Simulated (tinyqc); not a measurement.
What each parameter does: coherent potential approximation for a binary alloy with a semi-elliptic band.

Site levels eA = -x d (share 1 - x) and eB = (1 - x) d (share x), so that their mean, the virtual crystal, is 0. Pure band: G0(z) = 2 (z - sqrt(z - W) sqrt(z + W))/W^2 with principal roots, density -Im G/pi per site. The medium has a self-energy S(z), G = G0(z - S), z = E + i eta. t_i = (e_i - S)/(1 - (e_i - S) G); the CPA demands <t> = (1 - x) tA + x tB = 0. Iteration: start at S = 0, set S(new) = S + <t>/(1 + <t> G), stop when |<t>| < 1e-9 eV.

Parameters, chosen for this exercise: W = 1.7 eV (half width of the pure band); x = 0.45 (fraction of B); d = 0.85 eV (eB - eA); eta = 0.034 eV (broadening); E = 0.59 eV (energy).

Converged values at E.

One parameter was then changed.

Results before and after:

| case | Re S (eV) | Im S (eV) | density (1/eV) |
|---|---|---|---|
| base | 0.0834 | -0.2111 | 0.3079 |
| changed | 0.0983 | -0.1931 | 0.3122 |

Which of these changes was made? (a) x = 0.5; (b) eta = 0.068 eV; (c) d = 0.935 eV; (d) W = 1.87 eV; (e) E = 0.76 eV.

Answer: (a) x = 0.5. Of the candidates, run in turn, only this one gives the changed row.

All candidates:

| case | Re S (eV) | Im S (eV) | density (1/eV) |
|---|---|---|---|
| base | 0.0834 | -0.2111 | 0.3079 |
| W = 1.87 eV | 0.0652 | -0.1950 | 0.2879 |
| x = 0.5 | 0.0983 | -0.1931 | 0.3122 |
| d = 0.935 eV | 0.1067 | -0.2574 | 0.3010 |
| eta = 0.068 eV | 0.0799 | -0.2061 | 0.3024 |
| E = 0.76 eV | 0.1057 | -0.1917 | 0.3001 |

Computed by tinyqc, a small Python program: `OMP_NUM_THREADS=1 python tinyqc.py 1481337 1481338 out.jsonl` (the numbers bound the seed that draws the inputs); one thread of a shared host (Intel(R) Xeon(R) Processor @ 2.30GHz), about 0.01 s for the whole set of steps.
